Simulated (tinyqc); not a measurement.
Space-charge-limited current through a thin insulating or semi-insulating film with traps. Changing the free density at the anode, in units of N_c. Computed by tinyqc, a small Python program. Command: `OMP_NUM_THREADS=1 python tinyqc.py 3007480 3007481 out.jsonl sclc sweep`. One thread of a shared host (Intel(R) Xeon(R) Processor @ 2.30GHz), about 0.01 s of CPU time with the checks.

One ohmic injecting contact at x = 0 (field zero), drift only, non-degenerate free carriers.

Inputs (values chosen for the exercise, modelled on semi-insulating GaAs):

| quantity | value | unit |
|---|---|---|
| permittivity eps | 12.9 | - |
| band mobility mu | 4600 | cm^2/(V s) |
| effective density of states N_c | 4.6e+17 | 1/cm^3 |
| trap density N_t | 1.1e+16 | 1/cm^3 |
| equilibrium Fermi level below the band edge, E_0 | 0.67 | eV |
| thickness d | 1100 | nm |
| temperature T | 350 | K |
| characteristic temperature T_c | 900 | K |

Traps: exponential tail.

Constants: k_B = 8.617333262e-05 eV/K; e = 1.602176634e-19 C; eps_0 = 8.8541878128e-12 F/m.

Method:
- Free density n_0 = N_c exp(-E_0/k_B T) in equilibrium; trapped density n_t(n) = N_t (n/N_c)^(T/T_c) (the low-temperature form).
- theta = n/(n + n_t) at the anode density; trap-filled-limit voltage V_TFL = e (N_t - n_t(n_0)) d^2/(2 eps eps_0).
- J = e mu n F and (eps eps_0/e) dF/dx = n - n_0 + n_t(n) - n_t(n_0) = rho(n). With F = J/(e mu n): d = (eps eps_0 J/(e^2 mu)) I_1 and V = (eps eps_0 J^2/(e^3 mu^2)) I_2, I_k = int_(n_L)^infinity dn/(n^(k+1) rho(n)), n_L the density at the anode; with u = n_L/n, 200 Gauss-Legendre points in t, u = 1 - (1 - t)^2.
- Anode field J/(e mu n_L); Mott-Gurney current (9/8) eps eps_0 mu V^2/d^3; ohmic current e n_0 mu V/d.

One run for each value:

| free density at the anode, in units of N_c | voltage V (V) | current density J (A/cm^2) | anode field over mean field V/d | theta |
|---|---|---|---|---|
| 7.70e-10 | 2.3205e-03 | 8.7193e-06 | 1.5833 | 1.1271e-04 |
| 6.00e-09 | 7.6657e-03 | 2.3736e-04 | 1.6744 | 3.9512e-04 |
| 4.60e-08 | 1.9303e-02 | 4.6536e-03 | 1.7005 | 1.3706e-03 |
| 3.60e-07 | 4.5643e-02 | 8.6525e-02 | 1.7086 | 4.8024e-03 |
| 2.80e-06 | 1.0634e-01 | 1.5647e+00 | 1.7051 | 1.6622e-02 |
| 2.20e-05 | 2.5949e-01 | 2.9643e+01 | 1.6848 | 5.6226e-02 |
| 1.70e-04 | 7.2018e-01 | 6.1857e+02 | 1.6393 | 1.7208e-01 |
| 1.30e-03 | 2.6033e+00 | 1.6463e+04 | 1.5783 | 4.1879e-01 |
| 1.00e-02 | 1.3260e+01 | 6.2606e+05 | 1.5319 | 7.1485e-01 |

Over the rows, voltage V (V) rises from 0.00232 to 13.3 (exponent d ln y / d ln x 0.58 between the first rows and 0.80 between the last); current density J (A/cm^2) rises from 8.72e-6 to 626000 (exponent d ln y / d ln x 1.6 between the first rows and 1.8 between the last); anode field over mean field V/d goes from 1.58 through a maximum among these rows, 1.71 at 3.60e-7, to 1.53.  Left out: 1.00e-10 (the anode density is below the equilibrium density).

Caution (rows 7.70e-10, 6.00e-9, 4.60e-8, 3.60e-7, 2.80e-6, 2.20e-5): V is below 10 k_B T/e, where diffusion from the contact, left out here, dominates. Caution (rows 2.20e-5, 1.70e-4, 0.00130, 0.0100): mu V/d exceeds 1e7 cm/s, so velocity saturation would limit the current. Caution (rows 0.0100): J V exceeds 1e5 W/cm^2, where self-heating, left out here, would matter.

Extremes, crossings and ranges named in words are read from the listed rows.
